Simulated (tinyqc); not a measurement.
Trap density from the capacitance step.

Problem. A junction with shallow donors Nd and a deep trap has C_HF = eps0 eps_r/W and C_LF = eps0 eps_r (Nd + Nt)/(Nd W + Nt xt), xt = W - lam. Find W, xt and Nt.

Values chosen for this exercise:
```
symbol,value,unit,meaning
eps_r,12.5,,relative permittivity
Nd,2.9e16,cm^-3,shallow donor density
```

Constants: eps0 = 8.8541878128e-14 F/cm where lengths are in cm. Results are converted to the units shown.

C_HF = 34.118408 nF/cm^2
C_LF = 36.637378 nF/cm^2
lam = 105.22570 nm

Solution. C_HF gives W. With y = C_LF/C_HF, Nt/Nd = (y - 1)/(1 - y xt/W).

W = 324 nm
xt = 219 nm
Nt = 7.80e15 cm^-3

tinyqc, about 0.01 s, one thread, Intel Xeon 2.30GHz (shared host): `OMP_NUM_THREADS=1 python tinyqc.py 2050151 2050152 out.jsonl`
